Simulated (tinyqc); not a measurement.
Deep-level transient spectroscopy: two steps of the calculation.

Schottky contact on an n-type layer with shallow donors Nd (all ionised) and a donor-like deep trap, neutral when filled and positive when empty; depletion approximation. Traps within lam of the depletion edge stay filled. A long pulse to Vp fills the traps beyond x1 = Wp - lam; back at Vr those between x1 and x2 = Wr - lam emit. A rate window reads S = C(t2) - C(t1).

Values chosen for this exercise; material values close to those of indium phosphide: relative permittivity eps_r = 12.5; conduction-band density of states at 300 K Nc = 5.59e17 cm^-3; thermal velocity at 300 K vth = 4.1e7 cm/s; shallow donor density Nd = 1.2e16 cm^-3; built-in voltage Vbi = 0.77 V; depth of the trap below the conduction edge Et = 0.14 eV; capture cross-section sn = 1.1e-17 cm^2; trap density Nt = 9.8e13 cm^-3; reverse bias Vr = 7.8 V; reverse bias during the filling pulse Vp = 0 V; first sampling time t1 = 5 ms; second sampling time t2 = 12.5 ms; temperature of the transient T = 132 K.

Constants: q = 1.602176634e-19 C, kB = 1.380649e-23 J/K, eps0 = 8.8541878128e-14 F/cm where lengths are in cm. Results are converted to the units shown.

Task 1. Emission rate and rate window. Emission rate en = sn vth(T) Nc(T) exp(-Et/kB T) = sn g T^2 exp(-Et/kB T), g = vth Nc/(300 K)^2, as vth goes as T^0.5 and Nc as T^1.5 (degeneracy factor 1). For an exponential transient S peaks where en = ew = ln(t2/t1)/(t2 - t1).

Wanted: g; en; 1/en; ew.

Result 1.

g = 2.5466e20 cm^-2 s^-1 K^-2
en = 220.43 1/s
1/en = 4.5365 ms
ew = 122.17 1/s

Task 2. Widths. lam = sqrt(2 eps0 eps_r (EF - ET)/(q Nd)), EF - ET = Et - (kB T/q) ln(Nc(T)/Nd), Nc(T) = Nc (T/300 K)^1.5. In the steady state at the band bending V, 2 eps0 eps_r V/q = Nd W^2 + Nt (W - lam)^2 (the second term only if W > lam). V = Vbi + Vr gives Wr and V = Vbi + Vp gives Wp; x1 = max(Wp - lam, 0).

Wanted: lam; Wr; Wp; x1; x2; G = (x2^2 - x1^2)/Wr^2.

Result 2.

lam = 112.7 nm
Wr = 990.1 nm
Wp = 297.3 nm
x1 = 184.6 nm
x2 = 877.5 nm
G = (x2^2 - x1^2)/Wr^2 = 0.7506

Numbers from tinyqc (`OMP_NUM_THREADS=1 python tinyqc.py 2050043 2050044 out.jsonl`; about 0.01 s on one thread of a shared Intel Xeon 2.30GHz).
